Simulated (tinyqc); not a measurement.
Extrapolating accelerated tests: lateral field, substrate current, probability of reaching the oxide barrier and hot-carrier lifetime of a silicon transistor (pseudo-two-dimensional and lucky-electron models). Computed by tinyqc, a small Python program. Command: `OMP_NUM_THREADS=1 python tinyqc.py 3005434 3005435 out.jsonl hotcar walk`. One thread of a shared host (Intel(R) Xeon(R) Processor @ 2.30GHz), about 0.01 s of CPU time with the checks.

Local-field models: a lucky carrier gains its energy at the peak field over a path free of collisions. Voltages are magnitudes.

Inputs (values chosen for the exercise, modelled on a silicon n-channel):
```
quantity                                value                      unit
channel length L                          770                        nm
oxide thickness t                          13                        nm
junction depth x_j                        150                        nm
mobility mu                               360                cm^2/(V s)
saturation velocity v_s                  0.79                  1e7 cm/s
threshold voltage V_T                    0.47                         V
gate voltage V_G                          4.3                         V
drain voltage V_D                         6.3                         V
ionisation prefactor A_i              1.7e+06                      1/cm
ionisation field B_i                     1.69                     MV/cm
hot-carrier mean free path lambda         7.6                        nm
oxide barrier phi_b                       3.1                        eV
interface-trap threshold phi_it           3.8                        eV
lifetime constant H                        20  s microampere/micrometre
length of the depleted extension L_n       87                        nm
```

Drain: lightly doped extension.

Constants: eps_0 = 8.8541878128e-12 F/m.

Method:
- C_ox = 3.9 eps_0/t; F_sat = 2 v_s/mu; V_Dsat = V_ov F_sat L/(V_ov + F_sat L), V_ov = V_G - V_T; I_D/W = C_ox v_s (V_ov - V_Dsat).
- Scale length l = 0.22 t^(1/3) x_j^(1/2) (all in cm); F_m = sqrt(((V_D - V_Dsat)/l_e)^2 + F_sat^2), with l_e = l + L_n; length of the velocity-saturated region l_e ln((V_D - V_Dsat)/(l_e F_sat) + F_m/F_sat).
- Substrate current I_sub/I_D = (A_i/B_i)(V_D - V_Dsat) exp(-B_i/F_m); probability of reaching the oxide barrier exp(-phi_b/(e lambda F_m)); lifetime tau = (H/(I_D/W)) exp(phi_it/(e lambda F_m)).
- V_10 solves tau = 3.156e8 s at the given V_G. The extrapolation fits ln(tau) against 1/V_D at 1, 1.08, 1.16 and 1.25 times the given V_D (rounded to 3 digits) by least squares and reads off the same tau.

V_Dsat = 1.79532 V

Stress points:
```
V_D (V)  1/V_D (1/V)     tau (s)
6.30         0.15873  1.6472e+07
6.80         0.14706  2.4255e+06
7.31         0.13680  4.8580e+05
7.88         0.12690  1.0982e+05
```

ten-year drain voltage V_10 = 5.6928 V

V_10 from the 1/V_D extrapolation = 5.6271 V

The extrapolation is 66 mV below the true value: ln(tau) is nearly linear in 1/(V_D - V_Dsat), not in 1/V_D, so the straight line errs on the safe side when one extrapolates down.

Extremes, crossings and ranges named in words are read from the listed rows.
